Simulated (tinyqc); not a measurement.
Worked calculation: coherent transport through a tight-binding region between two chains. Computed by tinyqc, a small Python program that keeps every step. Settings: temperature = 4, mu = -0.17. Command: `OMP_NUM_THREADS=1 python tinyqc.py 23802 23803 out.jsonl` (the two numbers bound the seeds that draw the settings). One thread of a shared host (Intel(R) Xeon(R) Processor @ 2.60GHz), about 0.09 s of CPU time with the checks.

## Transmission at E = -0.31 eV

H of the central region (eV):
```
         1        2        3        4        5
1  -0.5400  -2.0900   0.0000   0.0000  -2.0900
2  -2.0900  -0.0300  -2.0900   0.0000   0.0000
3   0.0000  -2.0900  -0.8000  -2.0900   0.0000
4   0.0000   0.0000  -2.0900   0.8200  -2.0900
5  -2.0900   0.0000   0.0000  -2.0900  -0.5900
```

Leads: semi-infinite chains with site energy 0:

| parameter | value |
|---|---|
| lead hopping t (eV) | 1.860000 |
| coupling to the left lead (eV) | 1.370000 |
| coupling to the right lead (eV) | 0.540000 |
| left contact site | 1 |
| right contact site | 4 |

E = -0.3100 eV

Surface Green function g = (E - i sqrt(4 t^2 - E^2)) / (2 t^2); self-energy tc^2 g on each contact site; G = (E - H - Sigma)^(-1); Gamma = -2 Im Sigma; T = Gamma_L Gamma_R |G_LR|^2; local density of states -Im G_ii / pi.

g = -0.0448-0.5358i 1/eV

G (1/eV):
```
                 1                2                3                4
1   0.2582-0.0872i   0.3193-0.1052i  -0.2155+0.0731i  -0.2688+0.0880i
2   0.3193-0.1052i   0.2306-0.1272i   0.1901+0.0881i  -0.2752+0.1066i
3  -0.2155+0.0731i   0.1901+0.0881i   0.2409-0.0613i   0.2319-0.0737i
4  -0.2688+0.0880i  -0.2752+0.1066i   0.2319-0.0737i   0.2208-0.0893i
5   0.0784-0.0060i  -0.3292-0.0106i  -0.1225+0.0046i   0.3579+0.0095i

                 5
1   0.0784-0.0060i
2  -0.3292-0.0106i
3  -0.1225+0.0046i
4   0.3579+0.0095i
5   0.3145-0.0262i
```

local density of states (1/eV): 0.0278  0.0405  0.0195  0.0284  0.0084

transmission = 0.0503

## Transmission across the band

The same steps on a grid of energies.

T(E):

| E (eV) | T |
|---|---|
| -3.534000 | 0.0063 |
| -3.180600 | 0.0180 |
| -2.827200 | 0.0353 |
| -2.473800 | 0.0712 |
| -2.120400 | 0.1239 |
| -1.767000 | 0.0063 |
| -1.413600 | 0.5924 |
| -1.060200 | 0.3253 |
| -0.706800 | 0.1093 |
| -0.353400 | 0.0539 |
| 0.000000 | 0.0326 |
| 0.353400 | 0.0222 |
| 0.706800 | 0.0164 |
| 1.060200 | 0.0129 |
| 1.413600 | 0.0106 |
| 1.767000 | 0.0090 |
| 2.120400 | 0.0078 |
| 2.473800 | 0.0064 |
| 2.827200 | 0.0035 |
| 3.180600 | 0.0062 |
| 3.534000 | 0.9342 |

levels of the isolated region (eV): -4.4579  -1.9048  -1.1974  2.9984  3.4218

## Current

I = (2e/h) int T(E) [f(E - mu - V/2) - f(E - mu + V/2)] dE at 4 K with mu = -0.17 eV, the bias not changing H; 2e^2/h = 77.48092 microsiemens; the integral runs over the band on 4001 points.

Current:

| V (volt) | I (microampere) |
|---|---|
| 0.0100 | 0.0322 |
| 0.0500 | 0.1577 |
| 0.1000 | 0.3166 |
| 0.2000 | 0.6355 |
| 0.4000 | 1.2906 |
| 0.8000 | 2.7594 |
